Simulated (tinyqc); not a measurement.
Field from the transmission.

Question. The left lead has its band edge at 0; for x > 0 the edge falls without end, U(x) = U0 - F x, with mass m1. No transverse momentum; C = hbar^2/(2 m0); psi and psi'/m are continuous at x = 0. The outgoing solution is Bi(z) + i Ai(z). Energy scale e = (C F^2/m1)^(1/3), z(x) = (U(x) - E)/e, s = (dz/dx)/m1 = -F/(e m1); v = k/m in a lead. With the Airy functions at z = z(0): g = s (Bi' + i Ai')/(Bi + i Ai), r = (i vL - g)/(i vL + g), T(E) = 1 - |r|^2 = 4 vL Im(g)/|i vL + g|^2, vL = sqrt(mL E/C)/mL. Find F, known to lie between 0.28 and 4.4 V/nm, and z(0).

Parameters, values chosen for the exercise:
- mL = 0.97 m0 (mass in the left lead)
- U0 = 3.33 eV (barrier edge at x = 0)
- m1 = 0.41 m0 (mass in the barrier)
- E = 0.65 eV (electron energy)

Constants: q = 1.602176634e-19 C, hbar = 1.054571817e-34 J s, m0 = 9.1093837015e-31 kg, hbar^2/(2 m0) = 0.0380998212 eV nm^2. Results are converted to the units shown.

T(E) = 3.1427156e-8

Solution. Over that range T(E) rises steadily with F, so there is one root, found by bisection.

F = 1.10 V/nm
z(0) = 5.55

Program tinyqc, `OMP_NUM_THREADS=1 python tinyqc.py 2580032 2580033 out.jsonl`; Intel Xeon 2.30GHz, shared host, one thread, about 0.01 s.
